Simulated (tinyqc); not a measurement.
## Gain factor and gap resistance from two string resistances

Inverse problem. At small bit-line voltage each of the 96 cells has the resistance 1/(K x) at overdrive x (no mobility reduction) in series with a gap resistance Rg. Find K, Rg and the share of the gaps at the higher overdrive.

resistance of a string of 96 equal cells at overdrives of 4.1 and 7.6 V (kohm): [1037.8012, 665.97169]

Solution. The resistance per cell is a straight line in 1/x with slope 1/K and intercept Rg.

K = 29.0 uA/V^2
Rg = 2.40 kohm
share of the gaps = 34.6 %

Program tinyqc, `OMP_NUM_THREADS=1 python tinyqc.py 2142162 2142163 out.jsonl`; Intel Xeon 2.30GHz, shared host, one thread, about 0.4 s.
